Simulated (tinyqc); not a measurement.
What moves the Penn gap and the ionicity: Penn model of the dielectric constant and Phillips ionicity.

n = 32/a^3; Ep^2 = 8 pi c e2 n with c = hbar^2/2m0, e2 = e^2/(4 pi eps0); EF = c (3 pi^2 n)^(2/3); eps = 1 + (Ep/Eg)^2 S with S = 1 - Eg/(4 EF) + (Eg/(4 EF))^2/3, Eg the Penn gap. Core d shells are left out.

Phillips: bond length d = sqrt(3) a/4; homopolar gap Eh = 39.74 d^(-2.48) eV (d in angstrom); Eg^2 = Eh^2 + C^2; ionicity fi = C^2/Eg^2.

Constants: hbar^2/2m0 = 3.80998211 eV angstrom^2; e^2/(4 pi eps0) = 14.39964547 eV angstrom.

Parameters, chosen for this exercise (out of a larger set: near those of Ge; not measured data): a = 5.663 angstrom (cubic lattice constant, 32 valence electrons a cell); ei = 15.59 (high-frequency dielectric constant).

Eg from ei; fi = 1 - (Eh/Eg)^2, printed even where negative.

Results for these values:

| case | Ep (eV) | Eg (eV) | Eh (eV) | fi |
|---|---|---|---|---|
| base | 15.587 | 3.908 | 4.297 | -0.209 |

What happens to each result for a = 5.776 angstrom, all else kept?

Answer: Ep falls from 15.587 to 15.132; Eg falls from 3.908 to 3.792; Eh falls from 4.297 to 4.091; fi rises from -0.209 to -0.164.

The same for each parameter in turn:

| case | Ep (eV) | Eg (eV) | Eh (eV) | fi |
|---|---|---|---|---|
| base | 15.587 | 3.908 | 4.297 | -0.209 |
| a = 5.776 angstrom | 15.132 | 3.792 | 4.091 | -0.164 |
| ei = 14.03 | 15.587 | 4.125 | 4.297 | -0.085 |

For an elemental crystal fi should vanish; the values measure the misfit of the rule for Eh and the missing d-shell factor.

Program tinyqc; command `OMP_NUM_THREADS=1 python tinyqc.py 1681528 1681529 out.jsonl`; about 0.01 s on one thread of a shared Intel(R) Xeon(R) Processor @ 2.30GHz.
